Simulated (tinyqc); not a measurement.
Inside a calculation. Method: coherent transport through a tight-binding region between two chains. Computed by tinyqc, a small Python program that keeps every step. Settings: temperature = 4, mu = 0.0. Command: `OMP_NUM_THREADS=1 python tinyqc.py 28925 28926 out.jsonl` (the two numbers bound the seeds that draw the settings). One thread of a shared host (Intel(R) Xeon(R) Processor @ 2.60GHz), about 0.07 s of CPU time with the checks.

## Transmission at E = -0.17 eV

H of the central region (eV):
```
           1          2          3          4
1   0.000000  -0.800000   0.000000   0.000000
2  -0.800000   0.000000  -0.500000   0.000000
3   0.000000  -0.500000   0.000000  -1.880000
4   0.000000   0.000000  -1.880000   0.000000
```

Leads: semi-infinite chains with site energy 0:

| parameter | value |
|---|---|
| lead hopping t (eV) | 1.010000 |
| coupling to the left lead (eV) | 0.990000 |
| coupling to the right lead (eV) | 0.700000 |
| left contact site | 1 |
| right contact site | 4 |

E = -0.170000 eV

Surface Green function g = (E - i sqrt(4 t^2 - E^2)) / (2 t^2); self-energy tc^2 g on each contact site; G = (E - H - Sigma)^(-1); Gamma = -2 Im Sigma; T = Gamma_L Gamma_R |G_LR|^2; local density of states -Im G_ii / pi.

g = -0.083325-0.986587i 1/eV

G (1/eV):
```
                     1                    2                   3                    4
1   0.240077-0.116692i   1.135464-0.303063i  0.001935+0.083666i  -0.301810+0.088168i
2   1.135464-0.303063i  -0.240937-1.405889i  0.101340+0.006899i   0.073243+0.374530i
3   0.001935+0.083666i   0.101340+0.006899i  0.031360-0.131520i   0.507799-0.013728i
4  -0.301810+0.088168i   0.073243+0.374530i  0.507799-0.013728i   0.026439-0.100850i
```

local density of states (1/eV): 0.037144  0.447508  0.041864  0.032102

transmission = 0.184854

## Transmission across the band

The same steps on a grid of energies.

T(E):

| E (eV) | T |
|---|---|
| -1.91900000 | 0.047842 |
| -1.72710000 | 0.070192 |
| -1.53520000 | 0.081472 |
| -1.34330000 | 0.092890 |
| -1.15140000 | 0.106286 |
| -0.95950000 | 0.121923 |
| -0.76760000 | 0.139277 |
| -0.57570000 | 0.156993 |
| -0.38380000 | 0.172831 |
| -0.19190000 | 0.183997 |
| 0.00000000 | 0.188049 |
| 0.19190000 | 0.183997 |
| 0.38380000 | 0.172831 |
| 0.57570000 | 0.156993 |
| 0.76760000 | 0.139277 |
| 0.95950000 | 0.121923 |
| 1.15140000 | 0.106286 |
| 1.34330000 | 0.092890 |
| 1.53520000 | 0.081472 |
| 1.72710000 | 0.070192 |
| 1.91900000 | 0.047842 |

levels of the isolated region (eV): -1.958184  -0.768058  0.768058  1.958184

## Current

I = (2e/h) int T(E) [f(E - mu - V/2) - f(E - mu + V/2)] dE at 4 K with mu = 0 eV, the bias not changing H; 2e^2/h = 77.48092 microsiemens; the integral runs over the band on 4001 points.

Current:

| V (volt) | I (microampere) |
|---|---|
| 0.010000 | 0.145658 |
| 0.050000 | 0.728270 |
| 0.100000 | 1.456265 |
| 0.200000 | 2.908304 |
| 0.400000 | 5.782364 |
| 0.800000 | 11.304591 |
